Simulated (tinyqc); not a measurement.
From results back to parameters: carrier statistics of a doped semiconductor with parabolic bands. Five cases, with inputs chosen for the exercise.

Problem. ni^2 = C^2 (T/300 K)^3 exp(-Eg(T)/kB T) with Eg(T) = Eg0 - al T^2/(T + be). Two intrinsic densities were computed from hidden Eg0 and C = sqrt(Nc Nv) at 300 K.

Constants: kB = 8.617333262e-05 eV/K.

Case 1.

Values chosen (near those of Ge; not measured data): al = 0.000481 eV/K (Varshni alpha); be = 236 K (Varshni beta); T1 = 270 K; T2 = 540 K.

ni(T1) = 3.11819e+12 1/cm^3
ni(T2) = 4.10256e+16 1/cm^3

Case 2.

Values chosen (near those of Ge; not measured data): al = 0.000486 eV/K (Varshni alpha); be = 241 K (Varshni beta); T1 = 250 K; T2 = 520 K.

ni(T1) = 5.85017e+11 1/cm^3
ni(T2) = 2.56089e+16 1/cm^3

Case 3.

Values chosen (near those of GaN; not measured data): al = 0.000902 eV/K (Varshni alpha); be = 816 K (Varshni beta); T1 = 280 K; T2 = 430 K.

ni(T1) = 1.32909e-12 1/cm^3
ni(T2) = 0.371123 1/cm^3

Case 4.

Values chosen (near those of Si; not measured data): al = 0.000465 eV/K (Varshni alpha); be = 652 K (Varshni beta); T1 = 260 K; T2 = 410 K.

ni(T1) = 1.17921e+08 1/cm^3
ni(T2) = 4.60883e+12 1/cm^3

Case 5.

Values chosen (near those of GaSb; not measured data): al = 0.000421 eV/K (Varshni alpha); be = 139 K (Varshni beta); T1 = 290 K; T2 = 410 K.

ni(T1) = 5.12072e+11 1/cm^3
ni(T2) = 1.18745e+14 1/cm^3

Find: Eg0; C.

Solution. y(T) = 2 ln ni - 3 ln(T/300) - al T/((T + be) kB) equals 2 ln C - Eg0/(kB T), a straight line in 1/T; two points give slope and intercept.

Case 1.

Eg0 = 0.744 eV
C = 7.20e+18 1/cm^3

Case 2.

Eg0 = 0.755 eV
C = 7.44e+18 1/cm^3

Case 3.

Eg0 = 3.492 eV
C = 1.03e+19 1/cm^3

Case 4.

Eg0 = 1.178 eV
C = 1.77e+19 1/cm^3

Case 5.

Eg0 = 0.812 eV
C = 1.17e+18 1/cm^3

Computed by tinyqc, one run a case: `OMP_NUM_THREADS=1 python tinyqc.py N N+1 out.jsonl` with N = 1650724, 1650772, 1650798, 1650823, 1650957; one thread of a shared Intel(R) Xeon(R) Processor @ 2.30GHz, about 0.02 s a run at most.
